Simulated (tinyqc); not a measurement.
Plane-wave Kohn-Sham cycle with exchange-only LDA in a layered model solid, step by step. Computed by tinyqc, a small Python program that keeps every step. Settings: points = 16, plane-wave index or count = 2, electrons = 4, k points = 1, area = 17.0, mixing = 0.3, iteration cap = 68, Pulay depth = 3. Command: `OMP_NUM_THREADS=1 python tinyqc.py 23302 23303 out.jsonl` (the two numbers bound the seeds that draw the settings). One thread of a shared host (Intel(R) Xeon(R) Processor @ 2.60GHz), about 0.03 s of CPU time with the checks.

A solid whose potential varies along x alone (atomic units):
```
parameter                      value
period a                    7.700000
cross-section of the cell  17.000000
electrons per cell                 4
grid points                       16
plane waves -n..n, n               2
k points                           1
V1 in V1 cos(2 pi x/a)     -0.660000
V2 in V2 cos(4 pi x/a)     -0.170000
```

Stop when sqrt(dV sum R^2) is below 1e-8, dV = a A/N.

Course of the cycle:
```
iteration  E (hartree)  norm of the residual
1          -1.12195914              2.70e-01
2          -0.85607863              1.71e-01
3          -0.78600723              2.60e-01
4          -0.73530778              2.32e-01
5          -0.74549349              3.09e-01
6          -1.03885411              3.04e-01
7          -0.79328134              1.72e-01
8          -0.71515431              8.21e-02
9          -0.72565884              7.17e-02
10         -0.75056343              2.70e-01
11         -0.70977848              6.03e-02
...                ...                   ...
58         -0.71785256              8.39e-02
59         -0.71039509              7.03e-02
60         -0.75605245              2.67e-01
61         -0.71068532              6.43e-02
62         -0.71433694              2.19e-01
63         -0.72540883              2.29e-01
64         -0.70986782              2.13e-01
65         -0.95622906              2.84e-01
66         -0.76464074              1.51e-01
67         -0.71087252              8.26e-02
68         -0.77082138              2.71e-01
```

Can the last value be used, and what does the course show?

Not by the stop rule. Not converged within 68 iterations: the residual wanders without falling. Reruns (cap 100 unless said): mixing 0.1: not converged; mixing 0.5, Kerker q0 1.0: not converged; mixing 0.3, Pulay depth 5: not converged; the original settings with a cap of 400: not converged.
